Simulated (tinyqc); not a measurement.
# Worked calculation: electron mobility in a silicon inversion layer, empirical terms and Matthiessen rule

tinyqc, about 0.01 s, one thread, Intel Xeon 2.30GHz (shared host): `OMP_NUM_THREADS=1 python tinyqc.py 2510054 2510055 out.jsonl` Printed values are rounded.

Inversion layer of sheet density Ns on a uniformly doped body, under a high-permittivity gate with an interlayer. The mobility terms are empirical power laws with prefactors chosen for the exercise; adding their inverses (Matthiessen) is itself an approximation.

Values chosen for this exercise; material values close to those of silicon:
```
symbol    value        unit                                                meaning
T           300           K                                            temperature
Eg          1.1          eV                                               band gap
eps_r      11.7                         relative permittivity of the semiconductor
Nc      2.78e19       cm^-3                 conduction-band density of states at T
Nv      2.64e19       cm^-3                    valence-band density of states at T
Nb       5.6e16       cm^-3                                            body doping
Vsb           0           V                                      reverse body bias
eta         0.5              weight of the inversion charge in the effective field
Cox        1.13     uF/cm^2                                       gate capacitance
Ap          475  cm^2/(V s)           phonon-limited mobility at 1 MV/cm and 300 K
As          841  cm^2/(V s)                  roughness-limited mobility at 1 MV/cm
gs            2                                     exponent of the roughness term
Ac         2000  cm^2/(V s)                                      Coulomb prefactor
Nit      1.6e12       cm^-2                                charge at the interface
Ar          320  cm^2/(V s)              remote-phonon mobility without interlayer
ti            1          nm                                   interlayer thickness
lr          0.9          nm                         decay length of remote phonons
Ns         3e12       cm^-2                                      inversion density
WL            5                                                          ratio W/L
Vd         0.02           V                                          drain voltage
I          10.2          uA                                measured linear current
```

Constants: q = 1.602176634e-19 C, kB = 1.380649e-23 J/K, Vt = kB T/q, eps0 = 8.8541878128e-14 F/cm where lengths are in cm. Results are converted to the units shown.

## Depletion charge and effective field

ni = sqrt(Nc Nv) exp(-Eg/(2 Vt)), Eg in volts; Ndep = sqrt(2 eps0 eps_r Nb (2 Vt ln(Nb/ni) + Vsb)/q); E = q (Ndep + eta Ns)/(eps0 eps_r), in MV/cm.

ni = 1.56038e10 cm^-3
Ndep = 7.51754e11 cm^-2
E = 0.348255 MV/cm

The depletion charge gives 33.4 % of the field.

## Mobility terms and their sum

With t = T/(300 K): muC = Ac (Ns/1e12 cm^-2) t/(Nb/1e17 cm^-3 + Nit/1e11 cm^-2), muP = Ap E^(-1/3) t^(-1.75), muS = As E^(-gs), muR = Ar exp(2 ti/lr)/t; 1/mu is the sum of the inverses.

terms (cm^2/(V s)): Coulomb 362.319, phonon 675.141, roughness 6934.30, remote phonon 2952.90
mu = 211.684 cm^2/(V s)
shares of 1/mu (%): Coulomb 58.4247, phonon 31.3540, roughness 3.05270, remote phonon 7.16867

The Coulomb term limits most.

## Iteration 1: inversion density for the measured current

Ns at the start = 4.5e12 cm^-2

I = (W/L) q Ns mu Vd. E = q (Ndep + eta Ns)/(eps0 eps_r) in MV/cm. With t = T/(300 K): muC = Ac (Ns/1e12 cm^-2) t/(Nb/1e17 cm^-3 + Nit/1e11 cm^-2), muP = Ap E^(-1/3) t^(-1.75), muS = As E^(-gs), muR = Ar exp(2 ti/lr)/t; 1/mu is the sum of the inverses. Ns(new) = I/((W/L) q mu Vd).

E = 0.464249 MV/cm
mu = 245.999 cm^2/(V s)
Ns after iteration 1 = 2.58795e12 cm^-2

## Iteration 2: inversion density for the measured current

As before.

E = 0.316391 MV/cm
mu = 196.399 cm^2/(V s)
Ns after iteration 2 = 3.24153e12 cm^-2

## Course of the iteration: inversion density for the measured current

Stop when Ns changes by less than 1e5 cm^-2, or after 120 iterations.

Course of the iteration:
```
iteration  Ns (cm^-2)  |change| (cm^-2)
1          2.58795e12           1.91e12
2          3.24153e12           6.54e11
3          2.90323e12           3.38e11
4          3.05534e12           1.52e11
5          2.98177e12           7.36e10
6          3.01621e12           3.44e10
7          2.99983e12           1.64e10
8          3.00756e12            7.73e9
9          3.00390e12            3.66e9
...               ...               ...
16         3.00508e12            1.94e7
17         3.00507e12            9.20e6
18         3.00507e12            4.35e6
19         3.00507e12            2.06e6
20         3.00507e12            9.74e5
21         3.00507e12            4.61e5
22         3.00507e12            2.18e5
23         3.00507e12            1.03e5
24         3.00507e12            4.88e4
```

Converged in 24 iterations. At the end each change is about 0.47 times the one before, with alternating sign: linear convergence.

## Split C-V extraction

```
point  Vg (V)  Cgc (uF/cm^2)      I (uA)
0         0.1     6.07002e-4  4.12310e-8
1         0.2     0.00808671  7.36443e-6
2         0.3      0.0996055  0.00121096
3         0.4       0.637930   0.0949850
4         0.5        1.06854     1.05377
5         0.6        1.12517     3.26236
6         0.7        1.12964     6.24628
7         0.8        1.12997     9.63488
8         0.9        1.13000     13.1892
9           1        1.13000     16.7512
10        1.1        1.13000     20.2171
11        1.2        1.13000     23.5202
12        1.3        1.13000     26.6198
```

Q(Vg) is the trapezoid sum of Cgc from the first point (where Q is taken as 0); mu_eff = I/((W/L) Q Vd); mu_FE = (dI/dVg)/((W/L) Cox Vd) with a backward difference. Listed from point 4 on.

```
point  Q (uC/cm^2)  mu_eff (cm^2/(V s))  mu_FE (cm^2/(V s))
4         0.128020              82.3134             84.8486
5         0.237706              137.244             195.450
6         0.350446              178.238             264.064
7         0.463427              207.905             299.877
8         0.576425              228.810             314.542
9         0.689425              242.974             315.222
10        0.802425              251.950             306.714
11        0.915425              256.932             292.313
12         1.02843              258.841             274.301
```

At the last point mu_FE is 6.0 % above mu_eff.
